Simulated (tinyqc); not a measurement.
Worked calculation: Pariser-Parr-Pople SCF with singles CI, for the molecule C=Cc1ccccc1 (SMILES; centres numbered as the heavy atoms are written). One step of it, computed by the program tinyqc.

Question. PPP integrals. Mataga-Nishimoto: gamma = 14.399645/(R + a), a = 2 x 14.399645/(gamma_rr + gamma_ss); H_rr = -W_r - sum_(s != r) z_s gamma_rs; H_rs = beta for bonds.

Centres (angstrom, eV; a flat drawing with bonds scaled to 1.40 angstrom):
```
centre          x          y  core charge z          W   gamma_rr
1C      -2.879000   0.438000              1  12.290000  12.090000
2C      -1.930000  -0.591000              1  12.290000  12.090000
3C      -0.564000  -0.283000              1  12.290000  12.090000
4C       0.385000  -1.311000              1  12.290000  12.090000
5C       1.751000  -1.003000              1  12.290000  12.090000
6C       2.167000   0.333000              1  12.290000  12.090000
7C       1.218000   1.362000              1  12.290000  12.090000
8C      -0.148000   1.054000              1  12.290000  12.090000
```

Resonance integrals (eV):
```
i  j       beta
1  2  -2.460000
2  3  -2.460000
3  4  -2.460000
4  5  -2.460000
5  6  -2.460000
6  7  -2.460000
7  8  -2.460000
8  3  -2.460000
```

Give: repulsion gamma_rs; core matrix H.

Answer.

repulsion gamma_rs (eV), lower triangle:
```
         1C       2C       3C       4C       5C       6C       7C       8C
1C  12.0900
2C   5.5579  12.0900
3C   3.9825   5.5569  12.0900
4C   2.9422   3.9828   5.5595  12.0900
5C   2.3840   2.9417   3.9828   5.5569  12.0900
6C   2.3083   2.6711   3.6083   3.9827   5.5591  12.0900
7C   2.6711   2.9413   3.9820   3.6082   3.9829   5.5579  12.0900
8C   3.6083   3.9820   5.5570   3.9829   3.6084   3.9825   5.5569  12.0900
```

core matrix H (eV), lower triangle:
```
          1C        2C        3C        4C        5C        6C        7C        8C
1C  -35.7444
2C   -2.4600  -39.9236
3C    0.0000   -2.4600  -44.5190
4C    0.0000    0.0000   -2.4600  -41.9052
5C    0.0000    0.0000    0.0000   -2.4600  -40.3058
6C    0.0000    0.0000    0.0000    0.0000   -2.4600  -39.9599
7C    0.0000    0.0000    0.0000    0.0000    0.0000   -2.4600  -40.5902
8C    0.0000    0.0000   -2.4600    0.0000    0.0000    0.0000   -2.4600  -42.5680
```
